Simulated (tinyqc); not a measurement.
Inside a calculation. Method: bound state in one dimension: Numerov shooting, finite differences, DVR. Computed by tinyqc, a small Python program that keeps every step. Settings: points = 64. Command: `OMP_NUM_THREADS=1 python tinyqc.py 25639 25640 out.jsonl` (the two numbers bound the seeds that draw the settings). One thread of a shared host (Intel(R) Xeon(R) Processor @ 2.60GHz), about 0.01 s of CPU time with the checks.

## Numerov steps at E = -5.07

One particle of mass 1 in V = -5.17 exp(-x^2/1.54^2) (atomic units), psi = 0 at both ends:
```
parameter                value
left end                    -7
right end                    7
intervals                   64
h                     0.218750
state sought (nodes)         0
```

k_i = 2 m (E - V_i); (1 + h^2 k_(i+1)/12) y_(i+1) = 2 (1 - 5 h^2 k_i/12) y_i - (1 + h^2 k_(i-1)/12) y_(i-1), from y_0 = 0, y_1 = 0.001.

Points along the way:
```
i          x          V          k            y
0   -7.00000  -5.50e-09  -10.14000      0.00000
1   -6.78125  -1.96e-08  -10.14000      0.00100
2   -6.56250  -6.71e-08  -10.14000      0.00251
3   -6.34375  -2.21e-07  -10.14000      0.00528
4   -6.12500  -6.97e-07  -10.14000      0.01072
5   -5.90625  -2.12e-06  -10.14000      0.02158
21  -2.40625   -0.44999   -9.24002   1438.63654
22  -2.18750   -0.68741   -8.76517   2803.03028
23  -1.96875   -1.00858   -8.12284   5374.23034
24  -1.75000   -1.42127   -7.29746  10077.41193
25  -1.53125   -1.92361   -6.29278  18347.55406
26  -1.31250   -2.50053   -5.13893  32174.26701
```

## Bisection on the node count

With more sign changes than the state has nodes (the last point included) the energy is too high, else too low; the bracket starts as -5.07 to -0.05.

Trials:
```
trial           E  sign changes  y at the right end   next
1      -2.5600000             1           -1.01e+07  lower
2      -3.8150000             1           -2.82e+10  lower
3      -4.4425000             0            4.77e+11  raise
4      -4.1287500             1           -3.07e+10  lower
5      -4.2856250             0            7.26e+10  raise
6      -4.2071875             0            9.61e+08  raise
7      -4.1679688             1           -1.85e+10  lower
8      -4.1875781             1           -9.82e+09  lower
9      -4.1973828             1           -4.71e+09  lower
10     -4.2022852             1           -1.95e+09  lower
11     -4.2047363             1           -5.13e+08  lower
12     -4.2059619             0            2.19e+08  raise
13     -4.2053491             1           -1.48e+08  lower
14     -4.2056555             0            3.56e+07  raise
...           ...           ...                 ...    ...
27     -4.2055962             1           -8.03e+03  lower
28     -4.2055962             0            3.17e+03  raise
29     -4.2055962             1           -2.43e+03  lower
```

eigenvalue = -4.2055962 hartree

## The same grid by other methods

Three-point finite differences and the sine-DVR kinetic matrix of Colbert and Miller on the same points.

Lowest levels (hartree):
```
state  finite differences       DVR
0                -4.21057  -4.20554
1                -2.47156  -2.45246
2                -1.11378  -1.08148
```
